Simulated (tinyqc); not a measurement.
Which input was changed? Model: surface photovoltage measurement of the minority-carrier diffusion length in a wafer. Computed by tinyqc, a small Python program. Command: `OMP_NUM_THREADS=1 python tinyqc.py 3130014 3130015 out.jsonl spv which`. One thread of a shared host (Intel(R) Xeon(R) Processor @ 2.30GHz), about 0.08 s of CPU time with the checks.

Low injection, steady light, a depletion layer much thinner than 1/alpha and L. The excess density dn is taken at the front edge of the neutral region; light that reaches the back is lost.

Inputs (values chosen for the exercise, modelled on p-type silicon at room temperature):
```
quantity                                              value               unit
diffusion length L                                      690         micrometre
wafer thickness W                                       300         micrometre
diffusivity D                                          26.5             cm^2/s
front recombination velocity S_f                        800               cm/s
back recombination velocity S_b                         130               cm/s
photon flux entering                                6.3e+11         1/(cm^2 s)
minority density at the surface barrier scale n_0   1.8e+10             1/cm^3
temperature T                                           298                  K
wavelength                                              985                 nm
diffusion length after pair splitting over L           0.83                  -
iron factor C                                      1.05e+16  micrometre^2/cm^3
```

normal deviates g for the noise: -0.28  0.33  0.57  -0.87  1.15  1.19  -0.44

Constants: k_B = 8.617333262e-05 eV/K.

Method:
- alpha = (84.732/lambda - 76.417)^2 per cm with lambda in micrometre (an empirical fit for silicon between 0.7 and 1.05 micrometre).
- Thick wafer: dn = Phi L/((S_f + D/L)(L + 1/alpha)). Finite wafer, with s = S_b L/D, w = W/L, a = alpha L: dn = [Phi a/(a^2 - 1)] [a - B - exp(-alpha W)(a - s)/(cosh w + s sinh w)]/(S_f + B D/L), B = (sinh w + s cosh w)/(cosh w + s sinh w).
- Photovoltage V = (k_B T/e) ln(1 + dn/n_0). Lifetime = L^2/D.
- Readings y = (Phi/dn) (1 + noise x g) at 780, 830, 880, 920, 950, 975 and 995 nm; a least-squares line y = c (1/alpha + L_app) gives L_app = intercept/slope.
- Splitting iron-boron pairs in boron-doped silicon shortens L; with nothing else changing, [Fe] = C (1/L_after^2 - 1/L^2). It is evaluated with the true lengths and with the apparent ones (without noise), which differ when the wafer is not thick against L.

Question. One of these inputs alone was changed, within the range given: diffusivity D (13.25 to 53); front recombination velocity S_f (400 to 1600); back recombination velocity S_b (65 to 260); photon flux entering (3.15e+11 to 1.26e+12). Which one, and to what value?

Results:
```
run     [Fe] from the apparent lengths (1/cm^3)  dn, finite wafer (1/cm^3)  photovoltage V (mV)
before                             5.080281e+09               5.212819e+08            0.7331204
after                              4.931060e+09               5.359763e+08            0.7534859
```

Answer.

Each candidate set to reproduce [Fe] from the apparent lengths, and what it then gives:
```
candidate                                      range searched  value needed  dn, finite wafer (1/cm^3)  photovoltage V (mV)
diffusivity D (cm^2/s)                            13.25 to 53         35.08                 4.9970e+08              0.70317
front recombination velocity S_f (cm/s)           400 to 1600     no effect                          -                    -
back recombination velocity S_b (cm/s)              65 to 260         98.20                 5.3598e+08              0.75349
photon flux entering (1/(cm^2 s))        3.15e+11 to 1.26e+12     no effect                          -                    -
```

Only back recombination velocity S_b fits every result: it went from 130 to 98.2 cm/s. The next best candidate, diffusivity D, misses one result by 6.8 %.
